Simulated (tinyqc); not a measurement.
## Biaxially strained (001) channel, valley splitting in an inversion layer: effect of the germanium share of the relaxed buffer

A thin layer grown on a relaxed buffer is stretched in the plane. The two valleys with their long axis along the growth direction (D2) sink against the four in-plane ones (D4); confinement in a triangular well splits them too. Only the lowest subband of each set is kept; one relaxation time, so the weakening of intervalley scattering is left out.

e_par = b1 x, e_perp = -2 (c12/c11) e_par, splitting D = Xu (e_par - e_perp), in-plane stress (c11 + c12 - 2 c12^2/c11) e_par. Levels E(m) = 2.33811 (hbar^2 q^2 F^2/(2 m))^(1/3): E2 = E(ml), E4 = E(mt) + D; N2 = 2 mt kB T/(pi hbar^2), N4 = 4 sqrt(mt ml) kB T/(pi hbar^2). EF solves Ns = N2 ln(1 + exp((EF - E2)/Vt)) + N4 ln(1 + exp((EF - E4)/Vt)); f2 is the share in D2, and 1/mc = f2/mt + (1 - f2)(1/mt + 1/ml)/2. Critical thickness (Matthews-Blakeslee, 60-degree dislocations): h = bv (1 - nu/4)[ln(h/bv) + 1]/(4 pi e_par (1 + nu)), nu = c12/(c11 + c12). The gain is mc(x = 0)/mc.

Parameters, values chosen for the exercise; values close to those of silicon on relaxed silicon-germanium: temperature T = 300 K; lattice mismatch per unit x b1 = 0.0418; elastic constant c11 = 165 GPa; elastic constant c12 = 62.4 GPa; shear deformation potential Xu = 8.95 eV; longitudinal mass ml = 0.932 m0; transverse mass mt = 0.188 m0; confining field F = 0.98 MV/cm; inversion density Ns = 5.2e11 cm^-2; Burgers vector bv = 0.384 nm.

Constants: q = 1.602176634e-19 C, kB = 1.380649e-23 J/K, hbar = 1.054571817e-34 J s, m0 = 9.1093837015e-31 kg, Vt = kB T/q, hbar^2/(2 m0) = 0.0380998212 eV nm^2. Results are converted to the units shown.

The same in every row: f2 without strain = 0.95750.

Effect of the germanium share of the relaxed buffer:

| x | D (meV) | f2 | mc (m0) | gain | critical thickness (nm) |
|---|---|---|---|---|---|
| 0.03 | 19.712 | 0.97968 | 0.18954 | 1.0090 | 120.14 |
| 0.09 | 59.137 | 0.99550 | 0.18834 | 1.0154 | 32.236 |
| 0.15 | 98.561 | 0.99902 | 0.18807 | 1.0169 | 17.079 |
| 0.21 | 137.99 | 0.99979 | 0.18802 | 1.0172 | 11.104 |
| 0.27 | 177.41 | 0.99995 | 0.18800 | 1.0172 | 7.9836 |
| 0.33 | 216.83 | 0.99999 | 0.18800 | 1.0173 | 6.0950 |
| 0.39 | 256.26 | 1.0000 | 0.18800 | 1.0173 | 4.8421 |
| 0.45 | 295.68 | 1.0000 | 0.18800 | 1.0173 | 3.9567 |

As x goes from 0.03 to 0.45, f2 rises from 0.980 to 1.00 (without strain: it stays at 0.957) and the gain rises from 1.01 to 1.02. The gain cannot pass 1.017, reached when D4 is empty, while the critical thickness falls from 120 to 3.96 nm.

Numbers from tinyqc (`OMP_NUM_THREADS=1 python tinyqc.py 2530152 2530153 out.jsonl`; about 0.01 s on one thread of a shared Intel Xeon 2.30GHz).
